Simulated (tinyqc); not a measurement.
Changing the mean field F: deep-level transient spectroscopy (DLTS) of one majority-carrier trap. Computed by tinyqc, a small Python program. Command: `OMP_NUM_THREADS=1 python tinyqc.py 3028054 3028055 out.jsonl dlts sweep`. One thread of a shared host (Intel(R) Xeon(R) Processor @ 2.30GHz), about 0.1 s of CPU time with the checks.

A filling pulse loads the traps in a one-sided junction; under reverse bias they empty at the rate e, and the capacitance relaxes as C(t) = C_0 - dC exp(-e t). The signal is S = [C(t_2) - C(t_1)]/dC.

Inputs (values chosen for the exercise, for a model semiconductor): density-of-states mass m = 0.559 m_0; valleys M = 1; trap depth E_t = 0.406 eV; cross-section sigma_0 = 1.5e-14 cm^2; degeneracy ratio g = 1; gate time t_1 = 0.02 s; ratio t_2/t_1 = 10; temperature T = 182 K; dielectric constant eps = 8.96.

Carriers: holes. Extra term: Poole-Frenkel lowering.

Constants: k_B = 8.617333262e-05 eV/K; k_B = 1.380649e-23 J/K; m_0 = 9.1093837015e-31 kg; h = 6.62607015e-34 J s; e = 1.602176634e-19 C; eps_0 = 8.8541878128e-12 F/m.

Method:
- e = g sigma v N_b exp(-E/k_B T), v = sqrt(3 k_B T/m), N_b = 2 M (2 pi m k_B T/h^2)^(3/2), sigma = sigma_0, E = E_t - dE with the one-dimensional Poole-Frenkel lowering dE = sqrt(e^3 F/(pi eps eps_0)), F being held as an input apart from the bias (the centre is charged when empty).
- S(e) = exp(-e t_1) - exp(-e t_2) peaks at the rate window e_0 = ln(t_2/t_1)/(t_2 - t_1).
- T_p solves e(T) = e_0 (bisection between 15 and 1500 K); the half-height points solve S = S_max/2 on either side.
- t_1 is scaled by 0.1, 0.3, 1, 3, 10 and 30 at fixed t_2/t_1; each T_p by bisection.
- Least squares of ln(e_0/T_p^2) on 1/(k_B T_p): slope -E_a, intercept ln(gamma sigma_a) with gamma = v N_b/T^2 = sqrt(3 k_B/m) 2 M (2 pi m k_B/h^2)^(3/2). For comparison, the slope of ln e_0 alone.

One run for each value:
```
mean field F (V/cm)  apparent depth E_a (eV)  peak temperature T_p (K)  emission rate e (1/s)
1000                                  0.3980                     184.7              8.626e+00
5100                                  0.3879                     180.3              1.641e+01
12000                                 0.3782                     176.2              3.040e+01
26000                                 0.3651                     170.5              7.013e+01
59000                                 0.3444                     161.5              2.625e+02
130000                                0.3146                     148.5              1.759e+03
300000                                0.2671                     127.7              3.625e+04
```

Give the missing row, mean field F (V/cm) = 2300.

Computed row:
```
mean field F (V/cm)  apparent depth E_a (eV)  peak temperature T_p (K)  emission rate e (1/s)
2300                                  0.3938                     182.9              1.123e+01
```

Interpolating between the two neighbouring rows (the first column on a logarithmic scale, the others too where they are positive) misses most in emission rate e (1/s), by 6.7 %. Over the rows, apparent depth E_a (eV) falls from 0.398 to 0.267 (exponent d ln y / d ln x -0.013 between the first rows and -0.20 between the last); peak temperature T_p (K) falls from 185 to 128 (exponent d ln y / d ln x -0.012 between the first rows and -0.18 between the last); emission rate e (1/s) rises from 8.63 to 36300 (exponent d ln y / d ln x 0.32 between the first rows and 3.6 between the last). E_a is linear in sqrt(F), with slope -2.535e-04 eV per (V/cm)^(1/2) and intercept 0.406 eV, the zero-field depth: the mark of a centre that attracts the carrier it emits.

Extremes, crossings and ranges named in words are read from the listed rows.
